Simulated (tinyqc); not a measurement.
Inside a calculation. Method: FCI on RHF in the 6-311g basis, for He, spin multiplicity 1. Computed by tinyqc, a small Python program that keeps every step (integrals from PySCF). Settings: charge = 0, multiplicity = 1, basis = 6-311g, method = RHF, energy threshold = 1e-10, iteration cap = 51, orthogonalisation = symmetric, start = Wolfsberg-Helmholz matrix, DIIS depth = 6, ci = FCI, davidson = 1. Command: `OMP_NUM_THREADS=1 python tinyqc.py 27227 27228 out.jsonl` (the two numbers bound the seeds that draw the settings). One thread of a shared host (Intel(R) Xeon(R) Processor @ 2.60GHz), about 0.06 s of CPU time with the checks. The early iterations of the SCF are left out here.

## One-electron integrals

Geometry (angstrom):

| atom | x | y | z |
|---|---|---|---|
| He | 0.0000 | 0.0000 | 0.0000 |

Basis 6-311g: exponents (1/bohr^2) and contraction coefficients of normalised primitives:

| element | l (shell) | exponent | coefficient |
|---|---|---|---|
| He | s (1) | 98.1243 | 0.0287 |
| He | s (1) | 14.7689 | 0.2081 |
| He | s (1) | 3.3188 | 0.8376 |
| He | s (2) | 0.8740 | 1.0000 |
| He | s (3) | 0.2446 | 1.0000 |

Overlap, kinetic and nuclear-attraction integrals over the contracted functions; the nuclear repulsion is the sum of Za Zb / Rab.

nuclear repulsion = 0 hartree

overlap S:
```
        1He 1s  1He 2s  1He 3s
1He 1s  1.0000  0.6805  0.3286
1He 2s  0.6805  1.0000  0.7516
1He 3s  0.3286  0.7516  1.0000
```

kinetic energy T (hartree):
```
        1He 1s  1He 2s  1He 3s
1He 1s  6.8571  1.4395  0.2256
1He 2s  1.4395  1.3111  0.4309
1He 3s  0.2256  0.4309  0.3668
```

nuclear attraction V (hartree):
```
         1He 1s   1He 2s   1He 3s
1He 1s  -7.3063  -3.4648  -1.5351
1He 2s  -3.4648  -2.9838  -1.7939
1He 3s  -1.5351  -1.7939  -1.5783
```

core Hamiltonian H = T + V (hartree):
```
         1He 1s   1He 2s   1He 3s
1He 1s  -0.4492  -2.0254  -1.3095
1He 2s  -2.0254  -1.6727  -1.3630
1He 3s  -1.3095  -1.3630  -1.2115
```

## Two-electron integrals

Functions are numbered as in S; the eight-fold symmetry (ij|kl) = (ji|kl) = (kl|ij) leaves the list below.

Two-electron integrals (ij|kl) in chemists' order, unique and non-zero (hartree):
```
(11|11) 2.3951   (21|11) 1.3473   (21|21) 0.7987   (22|11) 1.3584
(22|21) 0.8638   (22|22) 1.0549   (31|11) 0.6141   (31|21) 0.3686
(31|22) 0.4068   (31|31) 0.1707   (32|11) 0.8427   (32|21) 0.5470
(32|22) 0.7004   (32|31) 0.2594   (32|32) 0.4767   (33|11) 0.7670
(33|21) 0.5102   (33|22) 0.6976   (33|31) 0.2442   (33|32) 0.4947
(33|33) 0.5580
```

## Orthogonalisation

S = U s U^T; symmetric (Loewdin) form X = U s^(-1/2) U^T, so that X^T S X = 1.

eigenvalues of S: 0.1357  0.6734  2.1908

X:
```
         1He 1s   1He 2s   1He 3s
1He 1s   1.3166  -0.6459   0.1507
1He 2s  -0.6459   1.8555  -0.7714
1He 3s   0.1507  -0.7714   1.4367
```

## Starting guess

The start is the generalised Wolfsberg-Helmholz matrix (K = 1.75) built on H; D = 2 C_occ C_occ^T.

D at the start:
```
         1He 1s   1He 2s   1He 3s
1He 1s   0.0108  -0.1009  -0.0620
1He 2s  -0.1009   0.9416   0.5787
1He 3s  -0.0620   0.5787   0.3557
```

## Iteration 6 (converged): orbitals

converged F (hartree):
```
         1He 1s   1He 2s   1He 3s
1He 1s   1.3735  -1.2062  -1.1058
1He 2s  -1.2062  -0.5945  -0.6984
1He 3s  -1.1058  -0.6984  -0.3719
```

Diagonalise F' = X^T F X, C = X C', fill 1 alpha and 1 beta electrons from the bottom; D = 2 C_occ C_occ^T. Each column has its largest component positive (the first on a tie).

F' = X^T F X (hartree):
```
         1        2        3
1   3.8730  -3.1748  -0.1493
2  -3.1748   2.0937  -0.9315
3  -0.1493  -0.9315   0.2594
```

orbital energies (hartree): MO1 -0.9169, MO2 0.8294, MO3 6.3135

coefficients C:
```
           MO1      MO2      MO3
1He 1s  0.2636  -0.1380  -1.4439
1He 2s  0.4875  -1.1540   1.6988
1He 3s  0.3974   1.4279  -0.6963
```

D after iteration 6:
```
        1He 1s  1He 2s  1He 3s
1He 1s  0.1389  0.2570  0.2095
1He 2s  0.2570  0.4753  0.3875
1He 3s  0.2095  0.3875  0.3159
```

## Convergence

Stop when the energy changes by less than 1e-10 hartree and every element of the error matrix X^T (F D S - S D F) X is below 3e-06.

Course of the cycle:

| iteration | E (hartree) | change | largest element of the error matrix |
|---|---|---|---|
| 1 | -2.192694 | - | 2.05e+00 |
| 2 | -2.856649 | -6.64e-01 | 1.61e-01 |
| 3 | -2.859894 | -3.24e-03 | 2.25e-03 |
| 4 | -2.859895 | -1.61e-06 | 2.09e-04 |
| 5 | -2.859895 | -1.83e-08 | 1.71e-07 |
| 6 | -2.859895 | -1.11e-14 | 6.86e-08 |

PySCF RHF in the same basis = -2.859895 hartree

Converged in 6 iterations.

## Populations

Mulliken: Z minus the diagonal of D S on the atom; Loewdin: the same with S^(1/2) D S^(1/2).

Charges (e):

| atom | Mulliken | Loewdin |
|---|---|---|
| 1He | 0 | 0 |

## Integrals over molecular orbitals

(pq|rs) = sum C_ip C_jq C_kr C_ls (ij|kl), one index at a time.

one-electron integrals over orbitals h = C^T H C (hartree):
```
         1        2        3
1  -1.9430   0.2773   0.1739
2   0.2773  -0.3432  -0.3334
3   0.1739  -0.3334   4.1761
```

Two-electron integrals over orbitals (pq|rs), unique and non-zero (hartree):
```
(11|11) 1.0262    (21|11) -0.2773   (21|21) 0.1465    (22|11) 0.6596
(22|21) -0.1136   (22|22) 0.5066    (31|11) -0.1739   (31|21) 0.1256
(31|22) -0.0788   (31|31) 0.2165    (32|11) 0.2295    (32|21) -0.1209
(32|22) 0.1027    (32|31) -0.1487   (32|32) 0.1276    (33|11) 1.1770
(33|21) -0.3810   (33|22) 0.7273    (33|31) -0.3867   (33|32) 0.3807
(33|33) 1.6000
```

## FCI: determinants and Hamiltonian

Hartree-Fock energy = -2.859895 hartree

Slater-Condon rules over spin orbitals, with the nuclear repulsion added and E(HF) subtracted on the diagonal.

Occupation strings over the orbitals (2 doubly, a alpha, b beta, 0 empty; spin orbitals ordered 1a 1b 2a 2b ...): 200 ab0 a0b ba0 b0a 020 0ab 0ba 002

H - E(HF) between determinants (hartree):
```
         200      ab0      a0b      ba0      b0a      020      0ab      0ba
200   0.0000   0.0000   0.0000   0.0000   0.0000   0.1465   0.1256  -0.1256
ab0   0.0000   1.2333  -0.1039  -0.1465  -0.1256   0.1637  -0.1209  -0.0951
a0b   0.0000  -0.1039   6.2700  -0.1256  -0.2165  -0.1209  -0.1037   0.1487
ba0   0.0000  -0.1465  -0.1256   1.2333  -0.1039  -0.1637  -0.0951  -0.1209
b0a   0.0000  -0.1256  -0.2165  -0.1039   6.2700   0.1209   0.1487  -0.1037
020   0.1465   0.1637  -0.1209  -0.1637   0.1209   2.6801  -0.2307   0.2307
0ab   0.1256  -0.1209  -0.1037  -0.0951   0.1487  -0.2307   7.4201  -0.1276
0ba  -0.1256  -0.0951   0.1487  -0.1209  -0.1037   0.2307  -0.1276   7.4201
002   0.2165  -0.1487  -0.2128   0.1487   0.2128   0.1276   0.0473  -0.0473

         002
200   0.2165
ab0  -0.1487
a0b  -0.2128
ba0   0.1487
b0a   0.2128
020   0.1276
0ab   0.0473
0ba  -0.0473
002  12.8121
```

## FCI: roots

Diagonalise (each vector has its largest component positive (the first on a tie)); all determinants have Ms = 0, so triplets appear too. The lowest singlet root is the correlation energy.

lowest roots of this matrix, relative to E(HF) (hartree): -0.0165  1.0688  1.3350  2.6977  6.0616  6.4316  7.3023  7.6216

lowest vectors:
```
      root 1  root 2   root 3   root 4
200   0.9979  0.0000  -0.0163   0.0569
ab0   0.0047  0.7060   0.6963   0.1223
a0b  -0.0023  0.0323  -0.0063   0.0332
ba0  -0.0047  0.7060  -0.6963  -0.1223
b0a   0.0023  0.0323   0.0063  -0.0332
020  -0.0574  0.0000  -0.1720   0.9798
0ab  -0.0183  0.0243  -0.0036   0.0476
0ba   0.0183  0.0243   0.0036  -0.0476
002  -0.0161  0.0000   0.0201  -0.0090
```

<S^2> of these roots: 0.0000  2.0000  0.0000  0.0000  2.0000  0.0000  2.0000  0.0000

weight of the ground state by excitation level 0, 1, 2, ...: 0.9957  0.0001  0.0042

## The lowest root by the Davidson method

Start from the reference; add the residual divided by (theta - H_ii), orthogonalised, at each step.

Davidson iterations:

| iteration | subspace | lowest Ritz value (hartree) | residual norm |
|---|---|---|---|
| 1 | 1 | 0 | 3.16e-01 |
| 2 | 2 | -0.016365 | 2.86e-02 |
| 3 | 3 | -0.016521 | 3.41e-03 |
| 4 | 4 | -0.016523 | 2.54e-04 |
| 5 | 5 | -0.016523 | 4.00e-07 |
| 6 | 6 | -0.016523 | 1.76e-16 |
